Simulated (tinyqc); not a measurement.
Worked calculation: electrons shared among three sets of ellipsoidal valleys. Values are carried at full precision from step to step, so a last printed digit may differ when a step is redone from the rounded ones.

Constants: hbar^2/2m0 = 3.80998211 eV angstrom^2; kB = 8.617333262e-05 eV/K.

Inputs chosen for the exercise (masses and offsets near those of InP; mobilities are free inputs, held fixed; shifted at random, so the results belong to these values and not to a real crystal):
- ml = (0.078, 1.727, 1.348) m0 (longitudinal masses of Gamma, L, X)
- mt = (0.078, 0.1246, 0.2612) m0 (transverse masses)
- M = (1, 4, 3) (valleys in each set)
- T = 500 K
- dE = (0, 0.578, 0.791) eV (edges of Gamma, L, X above the first)
- n = 1.7e+16 1/cm^3 (total electron density)
- mu = (5500, 510, 270) cm^2/(V s) (mobility of each set)

## Masses of each set

One valley: m_d = (ml mt^2)^(1/3). Whole set: m_de = M^(2/3) m_d. Mean over three axes: 1/m_c = (1/ml + 2/mt)/3. Anisotropy K = ml/mt.

m_d, m_de, m_c (m0) and K of each set:
```
set       m_d    m_de     m_c      K
Gamma  0.0780  0.0780  0.0780   1.00
L      0.2993  0.7542  0.1804  13.86
X      0.4514  0.9389  0.3572   5.16
```

m_de/m_c is 1.00 for Gamma, 4.18 for L, 2.63 for X: many anisotropic valleys give many states at a light conductivity mass. m_c is the mean over three axes; a set that holds only some of the equivalent valleys conducts with a mass that depends on direction.

## Effective densities of states

N_i = M_i times N = 2 (m kB T/(4 pi c))^(3/2) with c = hbar^2/2m0, in 1/angstrom^3; times 1e24 for 1/cm^3, with m = (ml mt^2)^(1/3).

kT = 0.043087 eV

N_i (1/cm^3): Gamma 1.1762e+18, L 3.5365e+19, X 4.9123e+19

## Fermi level and populations

F_j(eta) = (1/Gamma(j + 1)) integral_0^infinity x^j dx/(1 + exp(x - eta)), which tends to exp(eta) for eta << 0.

Solve n = sum_i N_i F_1/2((EF - dE_i)/kT), energies from the edge of the first set.

EF = -0.1823 eV

eta_i: Gamma -4.23, L -17.65, X -22.59

n_i (1/cm^3): Gamma 1.70e+16, L 7.67e+11, X 7.59e+09

shares: Gamma 1.0000, L 0.0000, X 0.0000

Gamma holds most electrons (100.0 %). Boltzmann weights N_i exp(-dE_i/kT) would give L a share of 0.0000.

## Drift and Hall mobility of the mixture

With f_i the shares, mu_drift = sum f_i mu_i; low-field Hall mobility mu_H = sum f_i mu_i^2/mu_drift (scattering and anisotropy factors set to 1); the Hall density is n mu_drift/mu_H; rho = 1/(e n mu_drift), e = 1.602176634e-19 C.

mu_drift = 5500 cm^2/(V s)
mu_H = 5500 cm^2/(V s)
Hall density = 1.70e+16 1/cm^3
rho = 0.0668 ohm cm

A Hall measurement would read 100.0 % of the true density.

## Checks

- Share of L at n = 1e10 1/cm^3 against the Boltzmann weight: both 4.488e-05.

Program tinyqc; command `OMP_NUM_THREADS=1 python tinyqc.py 1681353 1681354 out.jsonl`; about 0.01 s on one thread of a shared Intel(R) Xeon(R) Processor @ 2.30GHz.
